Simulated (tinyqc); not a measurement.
Microkinetic model of low-temperature epitaxy from hydride gases: adsorption, hydrogen desorption and rate control: one step, computed by the program tinyqc.

Each hydride molecule needs two free sites and leaves four hydrogen atoms, of which two leave at once as H2; theta is the hydrogen coverage, the site density is 6.78 per nm^2 and one layer is 1.358 angstrom thick.

Task: Rate constants. Flux per site F = p/(sqrt(2 pi M k_B T) x 6.78e18 per m^2), M = 32.12 u (silane), 2.016 u (hydrogen); s = s0 exp(-E_s/(k_B T)); k_S = s F_S = k; k_H = s_H F_H; k_d = nu_d exp(-E_d/(k_B T)). Temperatures in kelvin are T(C) + 273.15.

Inputs (values chosen for the exercise, close to those used for silane on Si(001)):
```
quantity                            value  unit
silane pressure p_S                   2.3    Pa
sticking prefactor of silane s0     0.023     -
adsorption barrier E_s                0.3    eV
desorption prefactor nu_d         3.4e+11   1/s
desorption energy on silicon E_d     1.98    eV
hydrogen carrier pressure p_H           0    Pa
sticking of hydrogen s_H          1.5e-08     -
temperature T                         690     C
```

Film: silicon. Order of hydrogen desorption: first.

Constants: k_B = 8.617333262e-05 eV/K; u = 1.6605390666e-27 kg; k_B = 1.380649e-23 J/K.

Give: k; k_H; k_d.

Result:

k = 3.147 1/s

k_H = 0 1/s

k_d = 14.82 1/s
